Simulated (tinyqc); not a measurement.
Tight binding, kagome lattice, step by step. One step of it, computed by the program tinyqc.

Task: Levels at k. Diagonalise the Hermitian matrix.

H(k) at k (eV), lower triangle (Hermitian):
```
                     A                    B         C
A             0.000000
B  -3.516527+0.110511i             0.000000
C  -3.516527-0.110511i  -3.506122-0.220586i  0.230000
```

Give: eigenvalues; weights |c|^2 of the basis functions.

Result:

eigenvalues (eV): -6.9575  3.5182  3.6693

weights |c|^2 of the basis functions:
```
   band 1  band 2  band 3
A  0.3383  0.4883  0.1734
B  0.3380  0.5114  0.1506
C  0.3236  0.0003  0.6761
```
